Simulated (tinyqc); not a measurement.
From rigid to soft shells: rigid-ion and shell models of the dielectric response of an ionic crystal. Computed by tinyqc, a small Python program. Command: `OMP_NUM_THREADS=1 python tinyqc.py 3014071 3014072 out.jsonl shell walk`. One thread of a shared host (Intel(R) Xeon(R) Processor @ 2.30GHz), about 0.01 s of CPU time with the checks.

Charges +Z and -Z; 6 nearest neighbours, Madelung constant M = 1.747565, volume per ion pair Omega = 2.000000 d^3. Energy per pair U = -M Z^2 e2/d + 6 A exp(-d/rho), e2 = e^2/(4 pi eps_0). In the shell model the anion is a core of charge Y - Z and a massless shell of charge -Y, joined by the spring k; the repulsion acts on the shell. Each ion feels the Lorentz field E + (4 pi/3) P (Gaussian units).

Inputs (values chosen for the exercise, for a model crystal):
```
quantity                       value           unit
nearest-neighbour distance d    2.43       angstrom
ionic charge Z                     1              e
hardness d/rho                  10.6              -
cation mass                     62.5              u
anion mass                        16              u
shell charge size Y             3.02              e
core-shell spring k             58.5  eV/angstrom^2
cation polarisability alpha_+  0.055     angstrom^3
```

Structure: rock salt.

Constants: e^2/(4 pi eps_0) = 14.39964548 eV angstrom; 1 eV/angstrom^3 = 160.2176634 GPa; nu for 1 eV/(angstrom^2 u) = 15.6333042 THz; 1 THz = 33.35640952 1/cm.

Method:
- Zero pressure fixes 6 A exp(-d/rho) = M Z^2 e2 rho/d^2. Then U = -(M Z^2 e2/d)(1 - rho/d), B = M Z^2 e2 (d/rho - 2)/(9 Omega d), and the spring of one sublattice against the other is R = (1/3) x (Laplacian of the repulsion summed over neighbours) = M Z^2 e2 (d/rho - 2)/(3 d^3), so R = 3 B Omega/d^2.
- With C = 4 pi Z^2 e2/(3 Omega): mu lambda_TO = R - C, mu lambda_LO = R + 2 C; eps_inf = 1 and eps_s = lambda_LO/lambda_TO.
- lambda in eV/(angstrom^2 u) gives the wavenumber 15.6333042 x 33.35640952 x sqrt(lambda); mu is the reduced mass.
- Eliminating the shell gives the anion polarisability alpha_- = Y^2 e2/(k + R), the Szigeti charge Z_S = Z - Y R/(k + R) and the softened spring R' = k R/(k + R). With b = 4 pi (alpha_+ + alpha_-)/(3 Omega): eps_inf = (1 + 2b)/(1 - b) (Clausius-Mossotti); Born charge Z* = Z_S (eps_inf + 2)/3.
- mu lambda_TO = R' - (4 pi e2/(3 Omega)) Z_S^2/(1 - b); mu lambda_LO = mu lambda_TO + 4 pi e2 Z*^2/(eps_inf Omega); eps_s = eps_inf lambda_LO/lambda_TO.

repulsive spring R = 5.02740 eV/angstrom^2

volume Omega = 28.6978 angstrom^3

omega_LO, rigid ions = 443.904 1/cm

Response against the core-shell spring:
```
k (eV/angstrom^2)  eps_inf      Z_S      Z*  omega_TO (1/cm)  omega_LO (1/cm)   eps_s
47                  2.8113  0.70818  1.1358           246.70           350.17  5.6642
58                  2.3615  0.75911  1.1036           247.33           361.37  5.0416
76                  1.9714  0.81262  1.0758           247.87           374.77  4.5068
110                 1.6349  0.86801  1.0517           248.33           390.81  4.0491
150                 1.4549  0.90206  1.0389           248.58           402.04  3.8058
230                 1.2952  0.93540  1.0274           248.80           414.25  3.5906
470                 1.1525  0.96804  1.0173           249.00           427.61  3.3990
1800                1.0570  0.99159  1.0104           249.13           438.27  3.2711
```

From the stiffest to the softest shell eps_inf rises from 1.06 to 2.81 and Z_S falls from 0.99 to 0.71; omega_LO moves by -20 % and omega_TO by -1.0 %. Screening by eps_inf cuts the LO frequency, which rigid ions overstate (rigid ions: 444 per cm); eps_s goes from 3.27 to 5.66.
